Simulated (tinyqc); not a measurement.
MOS inversion layer, Poisson-Schroedinger loop: two steps of the calculation.

Electrons confined at an insulator interface at z = 0, treated as a hard wall; parabolic valleys, Hartree approximation, no image or exchange terms. The depletion charge lies far deeper than the electrons and gives a uniform field q Nd/(eps0 eps_r); the gate balances all charge. Energies are counted from the band edge at the interface.

Values chosen for this exercise; masses and permittivity close to those of silicon (111):
- eps_r = 11.7 (relative permittivity)
- mz1 = 0.26 m0 (mass along z of valley set A (6 valley(s)))
- Ns = 1e13 cm^-2 (sheet density of electrons)
- Nd = 5e11 cm^-2 (sheet density of depletion charge)
- a = 0.7 (mixing factor)

Constants: q = 1.602176634e-19 C, hbar = 1.054571817e-34 J s, m0 = 9.1093837015e-31 kg, eps0 = 8.8541878128e-14 F/cm where lengths are in cm, hbar^2/(2 m0) = 0.0380998212 eV nm^2. Results are converted to the units shown.

Problem 1. Density, output potential and mixing. n_i = sum_k N_k |psi_k|^2 (converted to cm^-3). Hartree part by Gauss: on the interval before node i the electrons still beyond are S_i = Ns - hz sum_(j<i) n_j, and U_i = U_(i-1) + q S_i hz/(eps0 eps_r) in eV, U_0 = 0 at the interface. Mixing: U(new) = U + a (U(out) - U).

```
node  z (nm)  self-consistent potential U at the start (eV)  |psi|^2 of A1 (1/nm)  |psi|^2 of A2 (1/nm)
1       0.84                                              0            0.03602917            0.04247964
2       1.68                                              0            0.11671512            0.11099393
3       2.52                                              0            0.18989176            0.11754141
4       3.36                                              0            0.22084048            0.05879362
5        4.2                                              0            0.20624825            0.00516288
6       5.04                                              0            0.16343909            0.01376824
7       5.88                                              0            0.11337685            0.07832909
8       6.72                                              0            0.07019860            0.15022028
9       7.56                                              0            0.03926939            0.18618260
10       8.4                                              0            0.01996638            0.17460712
11      9.24                                              0            0.00920346            0.13074270
12     10.08                                              0            0.00376649            0.07823899
13     10.92                                              0            0.00127024            0.03489064
14     11.76                                              0            0.00026091            0.00852504
```

N_k (cm^-2): A1 7.9314697e12, A2 2.0685303e12

Wanted: n; U(out); U after round 1.

Solution 1.

```
node  n (1e19 cm^-3)  U(out) (eV)  U after round 1 (eV)
1             0.3736      0.12991               0.09094
2             1.1553      0.25575               0.17903
3             1.7493      0.36898               0.25829
4             1.8732      0.46312               0.32418
5             1.6465      0.53682               0.37577
6             1.3248      0.59255               0.41478
7             1.0613      0.63382               0.44367
8             0.8675      0.66351               0.46446
9             0.6966      0.68373               0.47861
10            0.5195      0.69635               0.48745
11            0.3434      0.70331               0.49231
12            0.1917      0.70651               0.49456
13            0.0822      0.70762               0.49534
14            0.0197      0.70784               0.49549
```

Problem 2. Closed-form estimates. Triangular well: E_k = a_k (C F^2/mz)^(1/3), a_1 = 2.338107, a_2 = 4.087949, C = hbar^2/(2 m0), F in eV/nm. Fang-Howard (all electrons in the lowest level of set A): b^3 = 6 (mz1/C) q (Nd + 11 Ns/32)/(eps0 eps_r), centroid 3/b, level C b^2/(4 mz1) + (3/b) q (Nd + 11 Ns/16)/(eps0 eps_r). Use F = q (Nd + Ns)/(eps0 eps_r), the surface field, and F = q (Nd + Ns/2)/(eps0 eps_r).

Find: A1 with the surface field; A1 with Nd + Ns/2; A2 with Nd + Ns/2; b; Fang-Howard centroid; Fang-Howard level.

Solution 2.

A1 with the surface field = 0.36691 eV
A1 with Nd + Ns/2 = 0.23842 eV
A2 with Nd + Ns/2 = 0.41685 eV
b = 1.3560 1/nm
Fang-Howard centroid = 2.2124 nm
Fang-Howard level = 0.31971 eV

Program tinyqc, `OMP_NUM_THREADS=1 python tinyqc.py 2160156 2160157 out.jsonl`; Intel Xeon 2.30GHz, shared host, one thread, about 0.8 s.
